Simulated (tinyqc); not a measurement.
Comparisons within one model: exciton in a hard-walled quantum well (variational). A value that a table varies takes the place of the one given here.

Electron and hole in the lowest states cos(pi z/L) of a hard-walled well; relative motion in the plane exp(-rho/lam). E(lam) = c/(mu lam^2) - (q/eps) <1/r>, <1/r> = integral over k from 0 to infinity of F(kL) (1 + (k lam/2)^2)^(-3/2), F(x) = [3x + 8 pi^2/x - 32 pi^4 (1 - exp(-x))/(x^2 (x^2 + 4 pi^2))]/(x^2 + 4 pi^2); c = hbar^2/2m0, q = e^2/(4 pi eps0). E is counted from the subband edge.

Constants: hbar^2/2m0 = 3.80998211 eV angstrom^2; e^2/(4 pi eps0) = 14.39964547 eV angstrom; Ry = 13.60569312 eV.

Values chosen for the exercise (near those of Ge at its direct gap; the results hold for these values, not for the real material):
- xs = (0.056, 0.22, 0.54, 1.2, 3, 8.9, 44, 190) ((E - Eg)/Ry*)
- eps = 16.6 (dielectric constant)
- Ls = (29, 81, 157, 332, 540, 915, 1984) angstrom (widths)
- me = 0.04 m0 (electron mass)
- mh = 0.114 m0 (hole mass)
- L = 305 angstrom (well width)

## Coulomb enhancement above the gap (Wannier exciton and Elliott formula)

Ry* = 1.4620 meV

With x = (E - Eg)/Ry* and y = pi/sqrt(x): S3 = y exp(y)/sinh(y), and S2 = exp(y)/cosh(y). Free-pair absorption goes as sqrt(x) in three dimensions and is constant in two.

Factors:

| x | E - Eg (meV) | sqrt(x) | S3 | S3 sqrt(x) | S2 |
|---|---|---|---|---|---|
| 0.056 | 0.08 | 0.237 | 26.551 | 6.283 | 2.000 |
| 0.22 | 0.32 | 0.469 | 13.396 | 6.283 | 2.000 |
| 0.54 | 0.79 | 0.735 | 8.552 | 6.284 | 2.000 |
| 1.2 | 1.75 | 1.095 | 5.754 | 6.304 | 1.994 |
| 3.0 | 4.39 | 1.732 | 3.727 | 6.455 | 1.948 |
| 8.9 | 13.01 | 2.983 | 2.398 | 7.154 | 1.783 |
| 44 | 64.33 | 6.633 | 1.547 | 10.264 | 1.441 |
| 1.9e+02 | 277.78 | 13.784 | 1.245 | 17.163 | 1.224 |

In three dimensions the product tends to 2 pi = 6.283 at the edge (6.283 in the first row), so the square-root onset becomes a step. Even 278 meV above the gap the enhancement is 1.25; it decays only as 1 + pi/sqrt(x) = 1.23. In two dimensions it never exceeds 2 and has fallen to 1.22.

## Width of the well

mu = 0.029610 m0
a* = 296.664 angstrom

The minimum for each width. The strength per area goes as |phi(0)|^2 = 2/(pi lam^2), listed relative to the strict two-dimensional value.

Results:

| L (angstrom) | L/a* | lam (angstrom) | binding (meV) | in Ry* | strength |
|---|---|---|---|---|---|
| 29 | 0.10 | 167.4 | 5.14 | 3.518 | 0.785 |
| 81 | 0.27 | 192.4 | 4.39 | 3.002 | 0.595 |
| 157 | 0.53 | 220.4 | 3.73 | 2.548 | 0.453 |
| 332 | 1.12 | 269.2 | 2.89 | 1.979 | 0.304 |
| 540 | 1.82 | 314.1 | 2.36 | 1.616 | 0.223 |
| 915 | 3.08 | 378.4 | 1.83 | 1.255 | 0.154 |
| 1984 | 6.69 | 512.6 | 1.20 | 0.819 | 0.084 |

The binding falls from 3.52 to 0.82 Ry*. It drops below the bulk value Ry* between 915 and 1984 angstrom, which is a failure of the trial function: it has no correlation along z, so it cannot reach the bulk limit. Even at L = 0.10 a* only 88 % of the two-dimensional limit is reached. With finite barriers the binding would peak at some width and fall again as the carriers leak out.

## What each parameter does

1/mu = 1/me + 1/mh, Ry* = Ry mu/eps^2; the minimum over lam. Each row changes one parameter from the base and keeps the others.

Results:

| case | binding (meV) | lam (angstrom) | binding/Ry* |
|---|---|---|---|
| base | 2.99 | 262.5 | 2.044 |
| me = 0.034 m0 | 2.77 | 286.5 | 2.138 |
| mh = 0.0798 m0 | 2.80 | 283.0 | 2.125 |
| eps = 14.9 | 3.56 | 243.3 | 1.961 |
| L = 427 angstrom | 2.62 | 290.9 | 1.789 |

The largest shifts from the base row, up to three for each result and ties (the steps differ in size, so this ranks the rows, not the parameters). binding (meV): eps +0.57, L -0.37, me -0.22. lam (angstrom): L +28.4, me +24.0, mh +20.5. binding/Ry*: L -0.256, me +0.094, eps -0.083.

Run: tinyqc, `OMP_NUM_THREADS=1 python tinyqc.py 1251719 1251720 out.jsonl`; Intel(R) Xeon(R) Processor @ 2.30GHz, one thread, shared host; about 0.02 s of CPU time with all checks.
